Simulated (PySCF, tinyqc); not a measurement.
Inside a calculation. Method: MP2 on RHF in the sto-3g basis, for H6, spin multiplicity 1. The lowest restricted solution is unstable here: a spin-polarised one lies 0.0015 hartree lower (PySCF). One step of it, computed by the program tinyqc.

Task: Second-order Moller-Plesset energy. E2 = sum_ijab (ia|jb) [2 (ia|jb) - (ib|ja)] / (e_i + e_j - e_a - e_b) over occupied i, j and virtual a, b; the opposite-spin part is (ia|jb)^2 / denominator, the rest is same-spin, and SCS-MP2 scales them by 6/5 and 1/3.

orbital energies (hartree): MO1 -0.650945, MO2 -0.526948, MO3 -0.329582, MO4 0.220152, MO5 0.589581, MO6 0.984529

Two-electron integrals over orbitals (pq|rs), unique and non-zero (hartree):
```
(11|11) 0.422771    (21|11) -0.000163   (21|21) 0.131891    (22|11) 0.340148
(22|21) 0.000281    (22|22) 0.373671    (31|11) -0.079206   (31|21) -1.29e-06
(31|22) 0.030757    (31|31) 0.104595    (32|11) -1.96e-06   (32|21) 0.102578
(32|22) 0.000295    (32|31) -0.000111   (32|32) 0.127212    (33|11) 0.361490
(33|21) -0.000204   (33|22) 0.341947    (33|31) -0.022741   (33|32) -0.000232
(33|33) 0.366430    (41|11) -0.000079   (41|21) 0.049939    (41|22) -0.000065
(41|31) -0.000080   (41|32) -0.014667   (41|33) 0.000067    (41|41) 0.079928
(42|11) 0.077316    (42|21) -0.000167   (42|22) 0.010721    (42|31) -0.059795
(42|32) -0.000073   (42|33) 0.003376    (42|41) -0.000067   (42|42) 0.085458
(43|11) -0.000161   (43|21) -0.081657   (43|22) -0.000206   (43|31) 0.000236
(43|32) -0.082045   (43|33) 0.000132    (43|41) -0.010182   (43|42) -0.000127
(43|43) 0.104961    (44|11) 0.367104    (44|21) -0.000178   (44|22) 0.345949
(44|31) -0.023081   (44|32) -0.000188   (44|33) 0.360605    (44|41) 0.000034
(44|42) 0.014691    (44|43) 0.000091    (44|44) 0.374561    (51|11) 0.005122
(51|21) 0.000032    (51|22) 0.035718    (51|31) 0.032478    (51|32) -0.000065
(51|33) -0.016042   (51|41) -9.14e-07   (51|42) 0.029046    (51|43) -0.000024
(51|44) -0.006747   (51|51) 0.054853    (52|11) 0.000087    (52|21) 0.041940
(52|22) 0.000043    (52|31) -0.000131   (52|32) 0.000839    (52|33) 0.000032
(52|41) 0.052649    (52|42) 0.000121    (52|43) 0.034933    (52|44) 0.000029
(52|51) 0.000090    (52|52) 0.086393    (53|11) 0.080752    (53|21) -0.000158
(53|22) 0.012867    (53|31) -0.062338   (53|32) -0.000047   (53|33) 0.014511
(53|41) -0.000066   (53|42) 0.079410    (53|43) -0.000153   (53|44) 0.011213
(53|51) 0.021910    (53|52) 0.000100    (53|53) 0.085368    (54|11) -0.000032
(54|21) 0.105712    (54|22) 0.000276    (54|31) -0.000095   (54|32) 0.121133
(54|33) -0.000247   (54|41) -0.004713   (54|42) -0.000073   (54|43) -0.083386
(54|44) -0.000207   (54|51) -0.000044   (54|52) 0.004278    (54|53) -0.000064
(54|54) 0.129918    (55|11) 0.357979    (55|21) 0.000229    (55|22) 0.381113
(55|31) 0.020209    (55|32) 0.000238    (55|33) 0.356559    (55|41) -0.000048
(55|42) 0.016380    (55|43) -0.000193   (55|44) 0.364603    (55|51) 0.033985
(55|52) 0.000048    (55|53) 0.018271    (55|54) 0.000242    (55|55) 0.406877
(61|11) 0.000055    (61|21) -0.001674   (61|22) 0.000039    (61|31) -0.000045
(61|32) 0.023891    (61|33) -0.000039   (61|41) -0.029697   (61|42) 0.000029
(61|43) 0.041703    (61|44) -0.000031   (61|51) -0.000051   (61|52) 0.034104
(61|53) 0.000018    (61|54) 0.021295    (61|55) 0.000026    (61|61) 0.069394
(62|11) 0.006903    (62|21) 0.000052    (62|22) 0.036525    (62|31) 0.030667
(62|32) -0.000048   (62|33) -0.008463   (62|41) 0.000021    (62|42) 0.024280
(62|43) -0.000030   (62|44) -0.010478   (62|51) 0.049817    (62|52) 0.000106
(62|53) 0.026261    (62|54) -0.000045   (62|55) 0.036187    (62|61) -0.000052
(62|62) 0.052096    (63|11) -0.000069   (63|21) 0.050163    (63|22) -0.000044
(63|31) -0.000080   (63|32) -0.007654   (63|33) 0.000054    (63|41) 0.074187
(63|42) -0.000064   (63|43) -0.011576   (63|44) 0.000055    (63|51) -1.72e-06
(63|52) 0.052277    (63|53) -0.000075   (63|54) -0.008082   (63|55) -0.000049
(63|61) -0.028251   (63|62) 0.000015    (63|63) 0.078784    (64|11) -0.082097
(64|21) 0.000015    (64|22) 0.023654    (64|31) 0.100915    (64|32) -0.000092
(64|33) -0.025210   (64|41) -0.000071   (64|42) -0.061869   (64|43) 0.000231
(64|44) -0.026798   (64|51) 0.029880    (64|52) -0.000130   (64|53) -0.064161
(64|54) -0.000086   (64|55) 0.023066    (64|61) -0.000043   (64|62) 0.030444
(64|63) -0.000080   (64|64) 0.109877    (65|11) -0.000154   (65|21) 0.135228
(65|22) 0.000282    (65|31) -0.000023   (65|32) 0.108016    (65|33) -0.000216
(65|41) 0.050488    (65|42) -0.000162   (65|43) -0.087059   (65|44) -0.000186
(65|51) 0.000025    (65|52) 0.043583    (65|53) -0.000156   (65|54) 0.114043
(65|55) 0.000247    (65|61) -0.002051   (65|62) 0.000048    (65|63) 0.055131
(65|64) -0.000006   (65|65) 0.152826    (66|11) 0.450797    (66|21) -0.000164
(66|22) 0.364180    (66|31) -0.084996   (66|32) 4.96e-08    (66|33) 0.389162
(66|41) -0.000075   (66|42) 0.084465    (66|43) -0.000184   (66|44) 0.398767
(66|51) 0.005856    (66|52) 0.000103    (66|53) 0.090582    (66|54) -0.000029
(66|55) 0.392863    (66|61) 0.000057    (66|62) 0.008396    (66|63) -0.000070
(66|64) -0.094200   (66|65) -0.000167   (66|66) 0.507235
```

Hartree-Fock energy = -3.13260905 hartree

Give: Terms; Pair energies; MP2 correlation energy; SCS-MP2 correlation energy; MP2 total energy.

Result:

Terms (the 40 largest of 81):
```
i  j  a  b  (ia|jb)  (ib|ja)  denominator       term
3  3  4  4   0.1050   0.1050      -1.0995    -0.0100
3  2  5  4   0.0794   0.0349      -1.6663    -0.0059
2  3  4  5   0.0794   0.0349      -1.6663    -0.0059
2  2  4  4   0.0855   0.0855      -1.4942    -0.0049
3  3  5  5   0.0854   0.0854      -1.8383    -0.0040
1  1  4  4   0.0799   0.0799      -1.7422    -0.0037
3  1  6  4   0.0742   0.0417      -2.1852    -0.0036
1  3  4  6   0.0742   0.0417      -2.1852    -0.0036
2  2  5  5   0.0864   0.0864      -2.2331    -0.0033
3  3  6  6   0.0788   0.0788      -2.6282    -0.0024
2  1  5  4   0.0526   0.0290      -1.9876    -0.0020
1  2  4  5   0.0526   0.0290      -1.9876    -0.0020
3  2  6  5   0.0523   0.0263      -2.4306    -0.0017
2  3  5  6   0.0523   0.0263      -2.4306    -0.0017
1  1  6  6   0.0694   0.0694      -3.2709    -0.0015
1  1  5  5   0.0549   0.0549      -2.4811    -0.0012
2  1  6  5   0.0498   0.0341      -2.7520    -0.0012
1  2  5  6   0.0498   0.0341      -2.7520    -0.0012
2  2  6  6   0.0521   0.0521      -3.0230    -0.0009
1  1  4  6  -0.0297  -0.0297      -2.5066  -3.52e-04
1  1  6  4  -0.0297  -0.0297      -2.5066  -3.52e-04
1  3  6  6  -0.0283  -0.0283      -2.9496  -2.71e-04
3  1  6  6  -0.0283  -0.0283      -2.9496  -2.71e-04
2  2  6  4   0.0243   0.0243      -2.2586  -2.61e-04
2  2  4  6   0.0243   0.0243      -2.2586  -2.61e-04
2  1  5  6   0.0341   0.0498      -2.7520  -2.28e-04
1  2  6  5   0.0341   0.0498      -2.7520  -2.28e-04
3  1  5  5   0.0219   0.0219      -2.1597  -2.22e-04
1  3  5  5   0.0219   0.0219      -2.1597  -2.22e-04
3  2  4  5   0.0349   0.0794      -1.6663   2.00e-04
2  3  5  4   0.0349   0.0794      -1.6663   2.00e-04
1  3  6  4   0.0417   0.0742      -2.1852  -1.76e-04
3  1  4  6   0.0417   0.0742      -2.1852  -1.76e-04
2  1  4  5   0.0290   0.0526      -1.9876  -7.95e-05
1  2  5  4   0.0290   0.0526      -1.9876  -7.95e-05
1  3  4  4  -0.0102  -0.0102      -1.4208  -7.30e-05
3  1  4  4  -0.0102  -0.0102      -1.4208  -7.30e-05
3  3  4  6  -0.0116  -0.0116      -1.8638  -7.19e-05
3  3  6  4  -0.0116  -0.0116      -1.8638  -7.19e-05
2  3  6  5   0.0263   0.0523      -2.4306  -2.64e-06
```

Pair energies (hartree; pair i-j sums ij and ji):
```
pair  opposite spin  same spin
1-1         -0.0071          0
2-1         -0.0063    -0.0007
2-2         -0.0096          0
3-1         -0.0078    -0.0010
3-2         -0.0118    -0.0029
3-3         -0.0165          0
```

MP2 correlation energy = -0.063730 hartree

SCS-MP2 correlation energy = -0.072457 hartree

MP2 total energy = -3.196339 hartree
